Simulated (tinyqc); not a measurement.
Stretching the bonds: Weaire-Thorpe hybrids on a Bethe lattice: gap and dangling bond of an amorphous tetrahedral solid.

Inputs chosen for the exercise (out of a larger set: of the size of tabulated hybrid energies for amorphous silicon; not measured data): V1 = 1.74 eV (coupling of two hybrids on one atom); V2 = 4.51 eV (coupling of the two hybrids of a bond).

V2 is scaled as (d0/d)^2 and V1 stays. Bound 2 V2 - 4 V1; tree V2 - 2 V1 + sqrt(V2^2 + 4 V1^2 - 2 sqrt3 V1 V2); a negative bound means that a network with rings may have no gap.

Against d/d0:
```
d/d0  V2 (eV)  V2/V1  bound (eV)  tree (eV)
0.96    4.894  2.812       2.827      3.975
0.98    4.696  2.699       2.432      3.636
1.00    4.510  2.592       2.060      3.325
1.04    4.170  2.396       1.379      2.779
1.07    3.939  2.264       0.918      2.430
1.10    3.727  2.142       0.495      2.128
1.15    3.410  1.960      -0.140      1.715
```

Give the missing row, d/d0 = 1.02.

Computed row:
```
d/d0  V2 (eV)  V2/V1  bound (eV)  tree (eV)
1.02    4.335  2.491       1.710      3.040
```

The bound falls by 181 meV for each per cent of stretch near d0 and vanishes at d/d0 = 1.138, inside the table. Weak, stretched bonds therefore put states closest to the edges, one origin of band tails.

tinyqc: `OMP_NUM_THREADS=1 python tinyqc.py 1481514 1481515 out.jsonl`; about 0.03 s, one thread, shared Intel(R) Xeon(R) Processor @ 2.30GHz.
